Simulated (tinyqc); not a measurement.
Worked calculation: power iteration on a symmetric matrix. One step of it, computed by the program tinyqc.

Problem. Step 1. w = (A - shift) v; v' = w/|w| with its largest component positive (the first on a tie); lambda = v'^T A v'.

A:
```
           1          2          3          4          5
1   0.365000   0.028000  -0.087000   0.032000  -0.493000
2   0.028000   0.456000   0.032000   0.190000  -0.469000
3  -0.087000   0.032000   0.593000  -0.139000  -0.423000
4   0.032000   0.190000  -0.139000   0.717000   0.242000
5  -0.493000  -0.469000  -0.423000   0.242000   1.583000
```

vector v at the start: 0.447214  0.447214  0.447214  0.447214  0.447214

shift = 0.210000

Give: vector after step 1; Rayleigh quotient after step 1.

Solution.

vector after step 1: -0.3777  0.0279  -0.2421  0.8610  0.2380

Rayleigh quotient after step 1 = 0.9681
